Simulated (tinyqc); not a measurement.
Random alloy fluctuations: inter-valley coupling by envelope functions against a chain of atomic planes.

Chain: E(phi) = e0 + 2 v cos(phi) + 2 u cos(2 phi), cos(phi0) = -v/(4u), e0 = 2u + v^2/(4u); plane j = 0, 1, ... has the potential V_j = dE x_j + F (j - 30) a/4 (1 MV/m = 1e-4 V/angstrom). There are 30 barrier planes a side; with y = j - 29.5, x_j = xb (f(y) + f(Nw - y)), f(y) = 1/(1 + exp(y/L)), plus any Ge added in the well. The valley splitting is the spacing of the two lowest levels. Envelope theory: F_j solves a one-valley chain with hopping -b and diagonal 2b + V_j, b = 4u sin^2(phi0), sum F_j^2 = 1; the valleys couple by Dv = sum_j F_j^2 V_j exp(-2 i phi0 j) and split by 2|Dv|.

Values chosen for the exercise (near those of the Delta valleys of silicon in a SiGe well; shifted at random, so the results belong to these values and not to a real crystal):
- a = 5.431 angstrom (lattice constant; planes lie a/4 apart)
- u = 0.589 eV (second-neighbour hopping)
- v = 0.704 eV (nearest hopping)
- Nw = 41 (planes in the well)
- L = 0.75 planes (interface width)
- xb = 0.26 (Ge fraction of the barriers)
- dE = 0.58 eV (offset per unit Ge fraction)
- F = 8 MV/m (field)
- x0 = 4489 (start of the number sequence)
- na = 8000 (atoms a plane under the dot)

A uniform fraction x is added on all planes. Each plane j then fluctuates by q sqrt(x_j (1 - x_j)/na) in Ge fraction, q = sqrt12 (z/2147483647 - 1/2) with z(new) = 16807 z mod 2147483647 from x0, restarted for each row; 24 samples. Theory: Dv is a complex Gaussian with sigma^2 = dE^2 sum F_j^4 x_j (1 - x_j)/na, and the mean splitting is sqrt(pi) sigma if the smooth part is negligible.

Splitting (micro-eV):
```
x     sigma  sqrt(pi) sigma  mean of 24  least  largest
0.00   31.1            55.2        57.8    2.0    133.8
0.01  124.3           220.3       220.9   47.6    395.9
0.02  172.2           305.1       305.4   47.9    547.1
0.05  265.4           470.4       471.1   66.2    838.5
0.10  364.1           645.4       646.9   95.0   1144.5
```

Without added Ge the disorder sits in the barriers, where the state is small: mean 57.8 micro-eV, against 27 for the smooth well. With 5 % Ge in the well the mean is 471, theory 470, with a statistical error of about 11 % for 24 samples; the miss is 0 %, and since every row reuses one sequence the rows with added Ge miss alike. The spread grows with the mean: at 5 % the samples run from 66 to 838, so small splittings remain possible. sigma falls as 1/sqrt(na) for larger dots. A chain with one orbital a plane has no Bloch-function factor, which scales all these couplings down in fuller models.

Program tinyqc; command `OMP_NUM_THREADS=1 python tinyqc.py 1451175 1451176 out.jsonl`; about 0.09 s on one thread of a shared Intel(R) Xeon(R) Processor @ 2.30GHz.
